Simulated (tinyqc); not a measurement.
Nucleation and growth of vacancy voids in a cooling silicon-like crystal: one step, computed by the program tinyqc. Command: `OMP_NUM_THREADS=1 python tinyqc.py 3028518 3028519 out.jsonl voids walk`. One thread of a shared host (Intel(R) Xeon(R) Processor @ 2.30GHz), about 0.4 s of CPU time with the checks.

Spherical voids; vacancies are lost only to voids.

Question. Nucleation rate at T with the initial excess. C_e = C_m exp[-(E_f/k_B)(1/T - 1/T_m)]; D = D0 exp(-E_m/(k_B T)); f = k_B T ln(C/C_e); r* = 2 gamma/(rho f); W* = 16 pi gamma^3/(3 rho^2 f^2); Z = f/sqrt(12 pi W* k_B T); I = rho Z (4 pi r* D C) exp(-W*/(k_B T)).

Inputs (values chosen for the exercise, for a model crystal):

| quantity | value | unit |
|---|---|---|
| vacancy density at the melting point C_m | 4.2e+14 | 1/cm^3 |
| formation energy E_f | 3.97 | eV |
| melting point T_m | 1685 | K |
| diffusion prefactor D0 | 0.0018 | cm^2/s |
| migration energy E_m | 0.39 | eV |
| site density rho | 5e+22 | 1/cm^3 |
| void surface energy gamma | 0.857 | J/m^2 |
| temperature of the worked step T | 1340 | K |

initial excess C = 2.460432e+13 1/cm^3

Constants: k_B = 8.617333262e-05 eV/K; k_B = 1.380649e-23 J/K; e = 1.602176634e-19 C.

Give: C_e; D; driving force f; critical radius r*; W*/(k_B T); rate I.

Answer.

C_e = 3.682e+11 1/cm^3

D = 6.144e-05 cm^2/s

driving force f = 0.4852 eV

critical radius r* = 0.4410 nm

W*/(k_B T) = 37.73

rate I = 1.921e+08 1/(cm^3 s)

Cooling by 10 K multiplies I by 34: nucleation switches on within a narrow range of temperature.
